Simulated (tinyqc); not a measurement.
What moves the results: quasiparticle equation with a plasmon-pole self-energy for two band edges. A value that a table varies takes the place of the one given here.

For each edge E = e + X + Sc(E), with the correlation part Sc(E) = A[0]/(E - a + w) + A[1]/(E - b - w); a and b are the valence and conduction energies that enter the Green function (a = ev, b = ec in the one-shot scheme). Z = 1/(1 - dSc/dE), dSc/dE = -A[0]/(E - a + w)^2 - A[1]/(E - b - w)^2.

Parameters, chosen for this exercise (scales of the order of those of Si; not measured data): ev = 0 eV (mean-field valence top); ec = 0.61 eV (mean-field conduction edge); w = 14.5 eV (pole energy); Av = (28.2, 18.5) eV^2 (weights of the valence state on the hole and electron poles); Ac = (12, 29.5) eV^2 (the same for the conduction state); Xv = -1.15 eV (exchange minus the mean-field potential, valence); Xc = 1.5 eV (the same, conduction).

## Schemes compared

Z = 1; linearised; exact one-shot; energies updated in G (a, b); updated in G and W, where w grows by half of the opening of the gap (a rule chosen for the exercise).

Results (eV):
```
scheme,Ev,Ec,gap,opening
mean field,0.000,0.610,0.610,0.000
Z = 1,-0.430,0.870,1.299,0.689
linearised,-0.353,0.828,1.181,0.571
"one-shot, exact",-0.353,0.827,1.180,0.570
update G,-0.382,0.839,1.221,0.611
update G and W,-0.398,0.866,1.264,0.654
```

The openings run from 0.570 (one-shot, exact) to 0.689 eV (Z = 1). Linearising moves the gap by 1 meV, updating G +40 meV and updating W a further +43 meV: once Z is kept, the level of self-consistency matters more than linearising.

## The starting point

The mean-field gap is opened by d (ev lowered by d/2, ec raised by d/2) and X is changed by the opposite amounts, so that e + X stays; one-shot and G-updated gaps.

Gaps (eV):
```
d,start,one-shot,update G
0.0,0.610,1.1805,1.2208
0.2,0.810,1.1935,1.2208
0.4,1.010,1.2063,1.2208
0.6,1.210,1.2190,1.2208
0.9,1.510,1.2378,1.2208
1.2,1.810,1.2563,1.2208
1.6,2.210,1.2806,1.2208
```

The one-shot gap moves by a fraction 0.06 of any change of the starting gap, while the updated gap, 1.2208 eV, does not depend on it. The two agree where the start already equals the result, near d = 0.61 eV. A real change of starting point alters the orbitals and the screening too; this model holds both fixed.

## What each parameter does

Exact one-shot edges and Z of the valence state there. Each row changes one parameter from the base and keeps the others.

Results:
```
case,Ev (eV),Ec (eV),gap (eV),Z
base,-0.3530,0.8275,1.1805,0.8208
w = 15.23 eV,-0.3897,0.8825,1.2722,0.8345
Xv = -1.25 eV,-0.4351,0.8275,1.2625,0.8203
Xc = 1.6 eV,-0.3530,0.9110,1.2641,0.8208
ec = 0.71 eV,-0.3467,0.9232,1.2699,0.8215
"Av = (29.61, 18.5) eV^2",-0.2717,0.8275,1.0991,0.8167
"Ac = (12, 30.98) eV^2",-0.3530,0.7413,1.0943,0.8208
```

The largest shifts from the base row, up to three for each result and ties (the steps differ in size, so this ranks the rows, not the parameters). Ev (eV): Xv -0.0821, Av +0.0814, w -0.0366; unchanged at the printed digits by Xc and Ac. Ec (eV): ec +0.0958, Ac -0.0862, Xc +0.0836; unchanged at the printed digits by Xv and Av. gap (eV): w +0.0917, ec +0.0894, Ac -0.0862. Z: w +0.0137, Av -0.0041, ec +0.0007; unchanged at the printed digits by Xc and Ac.

Program tinyqc; command `OMP_NUM_THREADS=1 python tinyqc.py 1850226 1850227 out.jsonl`; about 0.01 s on one thread of a shared Intel(R) Xeon(R) Processor @ 2.30GHz.
